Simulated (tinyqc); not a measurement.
Two-band model of a narrow-gap semiconductor with electrons and holes: one step, computed by the program tinyqc.

Two parabolic bands with acoustic scattering (r = -1/2, a = 0), a gap that does not change with T, and fully ionised dopants. Melting is ignored, so values above the melting point are formal, and kappa_L does not change with T. eta_n = (E_F - E_c)/(k_B T), eta_p = -eta_n - E_g/(k_B T).

Question. Each band alone. With x = E/(k_B T), a = alpha k_B T (0 for a parabolic band), G = x (1 + a x), D = 1 + 2 a x and <y> = int y f (1 - f) dx, f = 1/(1 + exp(x - eta)): tau = tau_0 G^r/D; transport function s = G^(3/2 + r)/D^2; n = N_0 <G^(3/2)> with N_0 = (2 m k_B T)^(3/2)/(3 pi^2 hbar^3). Integrals over x = E/(k_B T) use 160 Gauss-Legendre points in u = sqrt(x) from 0 to sqrt(max(eta, 0) + 32). sigma = e mu_0 N_0 <s> with mu_0 = e tau_0/m = mu_300 (T/300 K)^(-p); |S| = (k_B/e)(<x s>/<s> - eta); Lorenz number L = (k_B/e)^2 (<x^2 s>/<s> - (<x s>/<s>)^2); kappa_e = L sigma T; zT = S^2 sigma T/(kappa_L + kappa_e). Hall factor r_H = <x^(3/2)> <x^(1/2)>/<s>^2.

Inputs (values chosen for the exercise, for a model material): electron mass m_n = 0.16 m_0; hole mass m_p = 0.73 m_0; electron mobility parameter mu_300,n = 210 cm^2/(V s); hole mobility parameter mu_300,p = 600 cm^2/(V s); temperature exponent p = 1.5; temperature T = 530 K.

Doping: n-type.

eta_n = -0.1785649

eta_p = -10.98805

Constants: e = 1.602176634e-19 C; m_0 = 9.1093837015e-31 kg; k_B = 1.380649e-23 J/K; hbar = 1.054571817e-34 J s; k_B = 8.617333262e-05 eV/K.

Give: Partial coefficients.

Answer.

Partial coefficients:
```
band       sigma (S/cm)  |S| (microvolt/K)  L (1e-8 V^2/K^2)  density (1/cm^3)  Hall factor
electrons        24.708             215.69            1.5974        2.5006e+18       1.1396
holes          0.019131             1119.2            1.4852        6.2121e+14       1.1781
```

The minority carriers have the larger |S|, since the Fermi level lies farther from their band; they carry 0.077 % of the conductivity.
